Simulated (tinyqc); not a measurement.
Changing the high-frequency permittivity eps_inf: electron mobility of a polar semiconductor by Rode's iterative solution of the Boltzmann equation. Computed by tinyqc, a small Python program. Command: `OMP_NUM_THREADS=1 python tinyqc.py 3029694 3029695 out.jsonl rode sweep`. One thread of a shared host (Intel(R) Xeon(R) Processor @ 2.30GHz), about 0.03 s of CPU time with the checks.

The distribution is f(E) + e F l(E) (-df/dE) cos(theta) for a weak field F, theta counted from the force; l(E) is a mean free path. Elastic processes enter by their momentum rate, polar optical phonons by out- and in-scattering terms. One valley only: where upper valleys lie close, measured mobilities are lower. The density n is prescribed, even where a narrow-gap material would have more intrinsic carriers.

Inputs (values chosen for the exercise, modelled on InSb):
```
quantity                              value    unit
effective mass m                      0.014     m_0
static permittivity eps_s              16.8       -
density rho                            5780  kg/m^3
sound velocity v_l                     3680     m/s
acoustic deformation potential D_A       10      eV
optical phonon energy hbar w           24.4     meV
electron density n                  3.9e+17  1/cm^3
compensation ratio C                      0       -
temperature T                           100       K
grid points per phonon energy s           6       -
iteration cap                           200       -
```

Band: parabolic. Elastic processes: acoustic, impurity.

Constants: k_B = 8.617333262e-05 eV/K; m_0 = 9.1093837015e-31 kg; e = 1.602176634e-19 C; hbar = 1.054571817e-34 J s; eps_0 = 8.8541878128e-12 F/m; k_B = 1.380649e-23 J/K; hbar = 6.582119569e-16 eV s.

Method:
- Parabolic band: E = hbar^2 k^2/(2 m), speed v = hbar k/m, states per spin, volume and energy g(E) = m k/(2 pi^2 hbar^2). Masses are multiplied by m_0 and all formulas are in SI units.
- The reduced Fermi level eta = E_F/(k_B T) solves n = 2 Z int g f dE with f = 1/(1 + exp(x - eta)) (Z = 1 unless valleys are given); screening length L_s = sqrt(eps_s eps_0 k_B T/(e^2 dn/deta)), dn/deta = 2 Z int g f (1 - f) dE.
- Integrals over x = E/(k_B T) use 160 Gauss-Legendre points in u = sqrt(x) from 0 to sqrt(max(eta, 0) + 32).
- N_I = n (1 + C)/(1 - C).
- Phonon occupation N_q = 1/(exp(hbar w/(k_B T)) - 1).
- Acoustic deformation potential (elastic, equipartition, absorption and emission together): 1/tau = 2 pi k_B T D_A^2 g(E)/(hbar rho v_l^2).
- Singly charged impurities, momentum relaxation: 1/tau = N_I e^4 m (1 + 2 alpha E) Phi/(8 pi (eps_s eps_0)^2 hbar^3 k^3), with alpha = 0 for a parabolic band.
- Brooks-Herring: Phi = ln(1 + b) - b/(1 + b), b = 4 k^2 L_s^2.
- Polar optical, unscreened: W = e^2 w (1/eps_inf - 1/eps_s) m (1 + 2 alpha E') ln|(k + k')/(k - k')| / (4 pi eps_0 hbar^2 k), times N_q for absorption (E' = E + hbar w) and N_q + 1 for emission (E' = E - hbar w > 0), with alpha = 0 for a parabolic band; mean cosine of the angle <cos> = (k^2 + k'^2)/(2 k k') - 1/ln|(k + k')/(k - k')|.
- Energy grid E_j = (j + 1/2) hbar w/s, j = 0, 1, ..., up to (max(eta, 0) + 18) k_B T, so that E_j +/- hbar w are grid points; l = 0 beyond the grid; integrals are sums times the spacing.
- With f' = f(E'): out-scattering S_o = sum over absorption and emission of W (1 - f')/(1 - f); nu = sum of elastic rates; the in-scattering weights are c+ = W_abs <cos> (1 - f')/(1 - f) for E' = E + hbar w and c- likewise for emission.
- Iteration: l_new(E) = [v(E) + c+ l(E + hbar w) + c- l(E - hbar w)]/(nu + S_o), from l = 0.
- mu = e sum g v l f (1 - f) / (3 k_B T sum g f) over the grid; stop when mu changes by less than 1e-8 of itself.
- Self-energy RTA: l = v/(nu + S_o), the first iteration. Momentum RTA: l = v/(nu + S_o - c+ v(E + hbar w)/v - c- v(E - hbar w)/v), listed only where the denominator is positive on the whole grid. The polar-only value solves the same system with nu = 0; the elastic value takes l = v/nu.

One run for each value; columns: (1) high-frequency permittivity eps_inf; (2) polar-phonon mobility (cm^2/(V s)); (3) mobility mu (cm^2/(V s)); (4) error of the self-energy RTA (%):
```
(1)           (2)    (3)      (4)
6.72   9.0670e+04  46989  -49.217
8.09   1.2632e+05  55085  -45.188
9.46   1.7529e+05  62796  -40.690
10.80  2.4481e+05  70011  -35.734
13.60  5.7802e+05  84272  -22.874
14.90  1.0666e+06  90660  -15.155
16.30  4.4338e+06  97554   -4.651
```

Give the missing row, high-frequency permittivity eps_inf = 12.20.

Computed row; columns: (1) high-frequency permittivity eps_inf; (2) polar-phonon mobility (cm^2/(V s)); (3) mobility mu (cm^2/(V s)); (4) error of the self-energy RTA (%):
```
(1)           (2)    (3)      (4)
12.20  3.6071e+05  77258  -29.810
```

Interpolating between the two neighbouring rows (linearly) misses most in polar-phonon mobility (cm^2/(V s)), by 14 %. Over the rows, polar-phonon mobility (cm^2/(V s)) rises from 90700 to 4.43e6 (exponent d ln y / d ln x 1.8 between the first rows and 16 between the last); mobility mu (cm^2/(V s)) rises from 47000 to 97600 (exponent d ln y / d ln x about 0.82 throughout); error of the self-energy RTA (%) rises from -49.2 to -4.65 (exponent d ln y / d ln x -0.46 between the first rows and -13 between the last). The polar mobility times (1/eps_inf - 1/eps_s) is constant: 8096 in the first row and 8096 in the last.

Caution (all rows): E_F exceeds 0.1 eV in a band of small mass, where non-parabolicity, left out here, matters. Caution (all rows): the gas is degenerate, and screening of the polar coupling, left out here, would raise the mobility.
